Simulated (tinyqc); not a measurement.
Dopants and charged point defects at anneal temperature: Fermi-level effect, clustering and pairing: one step, computed by the program tinyqc. Command: `OMP_NUM_THREADS=1 python tinyqc.py 3014566 3014567 out.jsonl pairing walk`. One thread of a shared host (Intel(R) Xeon(R) Processor @ 2.30GHz), about 0.03 s of CPU time with the checks.

Boltzmann statistics and full ionisation of active dopants. Energies are counted from the valence band; the defect (a vacancy or self-interstitial) has five charge states, with all degeneracy factors one.

Problem. Active and clustered dopant. n = A/2 + sqrt(A^2/4 + n_i^2) for an active density A. k ionised dopants and k carriers form one neutral cluster: C = N_s (A/N_s)^k (n/N_b)^k exp(E_b/k_B T), N_b the effective density of states of the majority band, and N = A + k C (60 bisections in ln A between ln N - 90 and ln N).

Inputs (values chosen for the exercise, with bands modelled on GaAs):
```
quantity                      value   unit
anneal temperature T           1070      K
total dopant density N      5.7e+20  cm^-3
site density N_s            4.2e+22  cm^-3
dopant atoms per cluster k        2      -
cluster binding energy E_b    0.927     eV
```

Dopant: donor. Second part: clustering of the dopant.

E_g = 1.030779 eV

k_B T = 0.09220547 eV

n_i = 5.055194e+16 cm^-3

E_i = 0.6553740 eV

effective density of states N_b of the majority band = 2.964295e+18 cm^-3

Give: active density A; clusters C; active share.

Solution.

active density A = 8.1724e+18 cm^-3

clusters C = 2.8091e+20 cm^-3

active share = 0.014338

99 % of the dopant is lost to clusters.
